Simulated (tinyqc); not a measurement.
Raman shift of the zone-centre optical phonon of a diamond-structure crystal under stress: one step, computed by the program tinyqc. Command: `OMP_NUM_THREADS=1 python tinyqc.py 3004356 3004357 out.jsonl ramanstress walk`. One thread of a shared host (Intel(R) Xeon(R) Processor @ 2.30GHz), about 0.01 s of CPU time with the checks.

Axes x, y, z are the cube axes. Strain shifts the threefold optical mode and can split it; p, q and r are the phonon deformation potentials.

Problem. Stress and strain tensors. Uniaxial stress along the unit vector n of the axis: sigma_ij = sigma n_i n_j. eps_xx = S11 sigma_xx + S12 (sigma_yy + sigma_zz), and cyclic; eps_xy = S44 sigma_xy/2 (tensor strain).

Inputs (values chosen for the exercise, modelled on silicon): stress sigma (tension positive) = -0.2 GPa.

Stress state: uniaxial. Axis: [100].

S44 = 12.57545 1/TPa

S11 = 7.543959 1/TPa

S12 = -2.084387 1/TPa

Give: stress; strain; volume strain.

Solution.

stress (GPa), rows x, y, z:
$$\begin{pmatrix}
-0.2 & 0.0 & 0.0 \\
0.0 & 0.0 & 0.0 \\
0.0 & 0.0 & 0.0
\end{pmatrix}$$

strain (per mille), rows x, y, z:
$$\begin{pmatrix}
-1.509 & 0.000 & 0.000 \\
0.000 & 0.417 & 0.000 \\
0.000 & 0.000 & 0.417
\end{pmatrix}$$

volume strain = -0.6750 per mille
